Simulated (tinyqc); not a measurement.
Power iteration on a symmetric matrix, step by step. One step of it, computed by the program tinyqc.

Question. Step 1. w = (A - shift) v; v' = w/|w| with its largest component positive (the first on a tie); lambda = v'^T A v'.

A:
```
           1          2          3          4
1   1.079000  -0.090000   0.108000  -0.174000
2  -0.090000   1.575000  -0.146000   0.034000
3   0.108000  -0.146000   1.700000   0.019000
4  -0.174000   0.034000   0.019000   2.238000
```

vector v at the start: 0.500000  0.500000  0.500000  0.500000

shift = -0.230000

Give: vector after step 1; Rayleigh quotient after step 1.

Answer.

vector after step 1: 0.3191  0.4436  0.5288  0.6495

Rayleigh quotient after step 1 = 1.7421
